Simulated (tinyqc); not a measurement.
# Three-phonon processes in a diatomic chain: dispersion, energy and momentum conservation, and decay channels of optical phonons, step by step

A worked calculation. Computed by tinyqc, a small Python program that keeps every step. Command: `OMP_NUM_THREADS=1 python tinyqc.py 3120216 3120217 out.jsonl threeph walk`. One thread of a shared host (Intel(R) Xeon(R) Processor @ 2.30GHz), about 0.04 s of CPU time with the checks. Intermediate numbers are printed to about 5 digits and carried at full precision; extremes and crossings named in words are read from the listed rows.

Cell length a, two atoms, one spring constant. x = q a/pi runs from -1 to 1; A and O are the acoustic and optical branches. Matrix elements are not computed: only conservation laws and occupation factors are followed.

Inputs (values chosen for the exercise, for a model chain): light mass m = 31 u; heavy mass M = 77.2 u; spring constant k = 4.1 eV/angstrom^2; temperature T = 300 K; wave number of the decaying phonon q a/pi = 0.29; zero-temperature width Gamma_0 = 0.22 1/cm.

Constants: nu for 1 eV/(angstrom^2 u) = 15.6333042 THz; h x 1 THz = 4.135667696 meV; k_B = 8.617333262e-05 eV/K; c = 299792458 m/s.

## Band edges

omega^2 = k (1/m + 1/M) -/+ k sqrt((1/m + 1/M)^2 - 4 sin^2(pi x/2)/(m M)); nu = 15.6333042 THz x sqrt(omega^2) for eV/(angstrom^2 u). Acoustic top sqrt(2 k/M), optical bottom sqrt(2 k/m), optical top sqrt(2 k (1/m + 1/M)).

acoustic top = 5.0951 THz

optical bottom = 8.0404 THz

optical top = 9.5188 THz

optical top over twice the acoustic top = 0.93412

optical bottom over twice the acoustic top = 0.78904

optical width over acoustic top = 0.29016

The zone-centre optical phonon can decay into two acoustic ones: this needs M/m <= 3.

## Dispersion

The formulas are those given above.

Branches:
```
x     nu_A (THz)  nu_O (THz)
0.10      0.6749      9.4948
0.20      1.3434      9.4235
0.35      2.3185      9.2321
0.50      3.2359      8.9519
0.65      4.0562      8.6113
0.80      4.7101      8.2718
0.90      4.9926      8.1044
1.00      5.0951      8.0404
```

## Decay of the zone-centre phonon

O(0) -> A(x) + A(-x) needs nu_A(x) = nu_O(0)/2, which gives sin^2(pi x/2) = (3/16)(m + M)^2/(m M). Full width at half maximum Gamma = Gamma_0 (1 + 2 n), n = 1/(exp(h nu_A/(k_B T)) - 1); lifetime = 1/(2 pi c Gamma).

x of the products = 0.81422

their frequency = 4.7594 THz

occupation n = 0.87624

width Gamma = 0.60555 1/cm

lifetime = 8.7670 ps

## All channels at the given wave number

Processes for O(x): decay O -> A + A and O -> O + A with x = x' + x'' (mod 2), and absorption O + A -> O with x + x' = x'' (mod 2). Roots of the energy mismatch in x' are bracketed on 4001 points from -1 to 1 and refined. A process is umklapp (U) if the sum of wave numbers leaves (-1, 1]. Weight = occupation factor/|d mismatch/dx'|, the factor being 1 + n' + n'' for decay and n' - n'' for absorption. Pairs that differ only by exchanging two acoustic products count once, and the trivial root x' = 0 is left out.

nu_O(x) = 9.3203 THz

Channels:
```
process           x'      x''  nu' (THz)  nu'' (THz)  type  weight (1/THz)
O -> A + A  -0.68586  0.97586     4.2314      5.0889     N         0.53899
```

1 channel(s) are open, 0 of them umklapp.

## Phase space against the mass ratio

Total weight summed over channels and averaged over x = 0.05, 0.15, ..., 0.95, with m and k fixed; share of those x with an open channel.

Optical phonons:
```
M/m  weight, A + A (1/THz)  weight, with O (1/THz)  share open
1.1                0.41811                       0         1.0
1.5                0.91275                       0         1.0
2.0                0.53099                       0         0.8
2.5                0.30211                       0         0.5
2.9                0.23341                       0         0.2
3.3                0.00000                       0         0.0
3.7                0.00000                       0         0.0
4.2                0.00000                       0         0.0
6.0                0.00000                       0         0.0
```

The A + A channel closes between M/m = 2.9 and 3.3 on this grid: energy conservation alone would allow it up to M/m = 4, where the optical bottom passes twice the acoustic top, but momentum must be conserved too. No channel with a second optical phonon opens at any ratio. A large gap that shuts such channels is one reason why crystals with very unequal masses can conduct heat well.

Checks made by the program: band edges against the dispersion (relative difference below 1e-10); frequency of the products (relative difference below 1e-10).
